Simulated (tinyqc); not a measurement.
# From current density J back to mobility mu

Model: current of a Schottky diode by thermionic-emission-diffusion theory, and its read-back from I-V-T and C-V data. Computed by tinyqc, a small Python program. Command: `OMP_NUM_THREADS=1 python tinyqc.py 3025665 3025666 out.jsonl schottky inv`. One thread of a shared host (Intel(R) Xeon(R) Processor @ 2.30GHz), about 0.01 s of CPU time with the checks.

Full ionisation, no tunnelling, no recombination current. V is the voltage across the junction itself, forward positive.

Inputs (values chosen for the exercise, modelled on n-type Ga2O3):
```
quantity                                     value           unit
Richardson constant A*                        31.9   A/(cm^2 K^2)
effective density of states at 300 K, N_c  3.7e+18         1/cm^3
permittivity eps                              10.2              -
barrier without image force phi_0             1.34             eV
doping N                                   8.5e+16         1/cm^3
series resistance R_s                         0.13  milliohm cm^2
junction voltage V                            0.39              V
temperature T                                  423              K
```

Barrier: uniform.

Constants: k_B = 8.617333262e-05 eV/K; e = 1.602176634e-19 C; eps_0 = 8.8541878128e-12 F/m.

Method:
- N_c(T) = N_c (T/300 K)^(3/2); V_bi = phi_0 - (k_B T/e) ln(N_c(T)/N); surface field F = sqrt(2 e N (V_bi - V - k_B T/e)/(eps eps_0)); image lowering d_phi = sqrt(e F/(4 pi eps eps_0)); effective barrier phi = phi_0 - d_phi.
- Collection velocity v_R = A* T^2/(e N_c(T)); diffusion velocity v_D = mu F; J = e N_c(T) v_R/(1 + v_R/v_D) exp(-phi/k_B T) [exp(e V/k_B T) - 1].
- Terminal voltage V + J R_s.

Question. A run gave the result below. Find the mobility mu, known to lie between 73 and 160 cm^2/(V s).

current density J = 7.32027e-05 A/cm^2

Answer.

Each step takes the trial c = (a f_b - b f_a)/(f_b - f_a), f being the result less the target and a, b, c the logarithms of the listed values; c replaces end b, the old b replaces a if the sign of f changed, and otherwise f_a is halved.

Scan of the range:
```
mobility mu (cm^2/(V s))  current density J (A/cm^2)
73.0                                     6.39588e-05
83.2                                     6.67635e-05
94.8                                     6.94299e-05
108.0                                    7.19488e-05
123.0                                    7.43099e-05
140.0                                    7.65050e-05
160.0                                    7.86050e-05
```

False position (Illinois rule, in the logarithm of the input) inside the bracket:
```
step    end a    end b    trial  current density J (A/cm^2)
1     108.000  123.000  115.723                 7.32220e-05
2     108.000  115.723  115.485                 7.31846e-05
3     115.723  115.485  115.600                 7.32027e-05
4     115.485  115.600  115.600                 7.32027e-05
```

Current density J rises at every point of a 13-point scan of the range (every second point is shown), so one value fits; it is bracketed by 108 and 123. Answer: mobility mu = 115.6 cm^2/(V s).
